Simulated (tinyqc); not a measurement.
# Worked calculation: metal-interlayer-semiconductor contact, depinning against tunnelling resistance

Computed by the program tinyqc: `OMP_NUM_THREADS=1 python tinyqc.py 2270155 2270156 out.jsonl`, one thread of a shared Intel Xeon 2.30GHz, about 0.04 s for the whole run. Printed values are rounded.

Zero bias, n-type semiconductor. Gap states at the semiconductor surface thin out as exp(-be ti), which unpins the barrier; electrons must then cross the interlayer (a rectangular barrier, no voltage drop across it) and the parabolic depleted layer, both by WKB. Energies E are counted from the Fermi level; no image force, parabolic bands.

Values chosen for this exercise; semiconductor values close to those of silicon; interlayer mass of the order of that in strontium titanate, offset chosen freely: temperature T = 300 K; band gap Eg = 1.11 eV; relative permittivity eps_r = 11.6; electron affinity chi = 4.19 eV; conduction-band density of states at T Nc = 2.8e19 cm^-3; tunnelling mass in the semiconductor mt = 0.195 m0; Richardson mass mA = 2 m0; donor density Nd = 1.5e20 cm^-3; charge-neutrality level above the valence band E0 = 0.37 eV; pinning factor without interlayer S0 = 0.27; metal work function phiM = 4.25 eV; interlayer thickness ti = 1.6 nm; conduction-band offset of the interlayer above the semiconductor dE = 0.18 eV; tunnelling mass in the interlayer mi = 0.6 m0; decay constant of gap states through the interlayer be = 5 1/nm.

Constants: q = 1.602176634e-19 C, kB = 1.380649e-23 J/K, eps0 = 8.8541878128e-12 F/m, hbar = 1.054571817e-34 J s, h = 6.62607015e-34 J s, m0 = 9.1093837015e-31 kg, Vt = kB T/q, hbar^2/(2 m0) = 0.0380998212 eV nm^2. Results are converted to the units shown.

Range of the model: The depletion charge would drop about 0.049 V across such an interlayer (eps_r near 100) at ti = 1.6 nm and Nd = 1.5e20 cm^-3, against a band bending of 0.15 V; this model leaves that drop out.

## Pinning, barrier and scales

S = 1/(1 + (1/S0 - 1) exp(-be ti)); phiB = S (phiM - chi) + (1 - S)(Eg - E0); xi = Ec - EF deep inside, from Nd = Nc F(-xi/Vt), F(x) = (2/sqrt(pi)) int_0^infinity sqrt(u) du/(1 + exp(u - x)); band bending U = phiB - xi; E00 = (hbar/2) sqrt(Nd/(eps0 eps_r mt m0)) in volts; A = 4 pi q mA m0 kB^2/h^3.

S = 0.9990938
phiB = 0.06061620 eV
xi = -0.08918930 eV
U = 0.1498055 eV
E00 = 0.1511912 eV
A = 240.3465 A/(cm^2 K^2)

The interlayer moves the barrier from 0.556 eV to 0.0606 eV; the unpinned limit is phiM - chi = 0.0600 eV. E00/Vt = 5.85: by the usual rule of thumb (over 5) field emission.

## Exponents and integrand on an energy grid

E, point 0 to 14 (eV): -0.08  -0.05929  -0.03857  -0.01786  0.00286  0.02357  0.04429  0.065  0.08571  0.10643  0.12714  0.14786  0.16857  0.18929  0.21

With U = phiB - xi: for xi < E < phiB, y = (E - xi)/U and G1 = (U/E00) [sqrt(1 - y) - y ln((1 + sqrt(1 - y))/sqrt(y))], G1 = 0 above phiB; G2 = 2 ti sqrt(mi max(phiB + dE - E, 0)/C), C = hbar^2/(2 m0); f = 1/(1 + exp(E/Vt)); integrand exp(-G1 - G2) f.

```
point         G1        G2            f  integrand (1e-4)
0      0.8339626  7.190463    0.9566669          3.131821
1      0.6007389  6.954355    0.9083322          4.754547
2      0.4252752  6.709824    0.8163714          6.503598
3      0.2852116  6.456162    0.6661572          7.867476
4      0.1729156  6.191987    0.4723707          8.129068
5      0.0857464  5.916164    0.2866463          7.091689
6      0.0243092  5.626694    0.1527473          5.367529
7      0.0000000  5.321651   0.07486091          3.656716
8      0.0000000  4.998026   0.03504627          2.366065
9      0.0000000  4.651768   0.01603374          1.530374
10     0.0000000  4.277761  0.007260679          1.007324
11     0.0000000  3.867547  0.003270684          0.683887
12     0.0000000  3.408550  0.001470650          0.486626
13     0.0000000  2.876959  6.603605e-4          0.371821
14     0.0000000  2.221978  2.965012e-4          0.321391
```

## Contact resistivity

1/rho_c = (A T^2/Vt^2) I, with I the trapezoid sum of the integrand over the grid.

I = 1.067693e-4 eV
rho_c = 2.8938e-7 ohm cm^2

A fine grid from xi upwards gives rho_c = 2.731e-7 ohm cm^2; the coarse value is 6.0 % above it. The integrand peaks at E = -0.0035 eV, and 20 % of the current flows above phiB. Tunnelling through the interlayer costs a factor of 526 at this barrier height; the bare contact (ti = 0) has rho_c = 9.28e-9 ohm cm^2, so with the interlayer rho_c is 29.4 times that.
